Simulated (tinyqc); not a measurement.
Plasmons of a degenerate electron gas in the random-phase approximation, step by step. Values are carried at full precision from step to step, so a last printed digit may differ when a step is redone from the rounded ones.

Zero temperature, parabolic band: kF = (3 pi^2 n)^(1/3), EF = c kF^2/m, Ep^2 = 8 pi c e2 n/(m eb), qTF^2 = 6 pi e2 n/(eb EF), c = hbar^2/2m0, e2 = e^2/(4 pi eps0), n in 1/angstrom^3 (1e-24 per 1/cm^3).

Constants: hbar^2/2m0 = 3.80998211 eV angstrom^2; e^2/(4 pi eps0) = 14.39964547 eV angstrom; a0 (Bohr radius) = 0.5291772105 angstrom.

Values chosen for the exercise (a free-electron density near that of Al; the results hold for these values, not for the real material):
- n = 1.77e+23 1/cm^3 (electron density)
- m = 1 m0 (mass)
- eb = 1 (background dielectric constant)
- q = 2.56 1/angstrom (wave vector)
- E = 6.42 eV (energy transfer)
- qp = 0.924 1/angstrom (wave vector of the plasmon)

## Scales of the gas

Also rs = (3/(4 pi n))^(1/3) m/(a0 eb).

kF = 1.7370 1/angstrom
EF = 11.495 eV
Ep = 15.622 eV
qTF = 2.0443 1/angstrom
hbar vF = 13.236 eV angstrom
rs = 2.088

Ep/EF = 1.359. With rs above 1 exchange and correlation, left out here, lower the dispersion noticeably.

## The dielectric function at one point

Lindhard function: eps(q, E)/eb = 1 + (qTF/q)^2 (f1 + i f2) with z = q/(2 kF), u = E/(hbar vF q), hbar vF = 2 c kF/m; f1 = 1/2 + [h(z - u) + h(z + u)]/(8 z), h(x) = (1 - x^2) ln|(x + 1)/(x - 1)|; f2 = pi u/2 for z + u < 1, (pi/(8 z))(1 - (z - u)^2) for |z - u| < 1 < z + u, else 0. Pairs exist for c (q^2 - 2 q kF)/m < E < c (q^2 + 2 q kF)/m.

Give also the loss function Im(-eb/eps).

z, u: 0.7369  0.1895

f1, f2: 0.7246  0.2976

eps/eb = 1.462+0.190i
loss function = 0.087

The point lies inside the pair continuum, so eps has an imaginary part.

## The plasmon at one wave vector

Solve f1 (qTF/q)^2 = -1 above the continuum, and compare with E^2 = Ep^2 + (3/5)(hbar vF q)^2 + (c q^2/m)^2.

top of the continuum = 15.48 eV
plasmon energy = 18.89 eV
short formula = 18.56 eV

The plasmon lies 3.407 eV above the continuum and 20.9 % above Ep; the short formula errs by -1.76 %.

## Where Landau damping starts

Find qc at which the plasmon meets the top of the continuum, eps(qc, c (qc^2 + 2 qc kF)/m) = 0, and compare with Ep/(hbar vF).

qc = 1.287 1/angstrom
qc/kF = 0.741
energy there = 23.35 eV
Ep/(hbar vF) = 1.180 1/angstrom

The simple estimate is 0.917 times qc.

## Checks

- F-sum of the loss function at q = 1.3 qc over (pi/2) Ep^2 against 1: both 1.00.
- f1 at E = 0 and z = 0.6 against the static Lindhard function: both 0.86968.

Program tinyqc; command `OMP_NUM_THREADS=1 python tinyqc.py 1650137 1650138 out.jsonl`; about 0.01 s on one thread of a shared Intel(R) Xeon(R) Processor @ 2.30GHz.
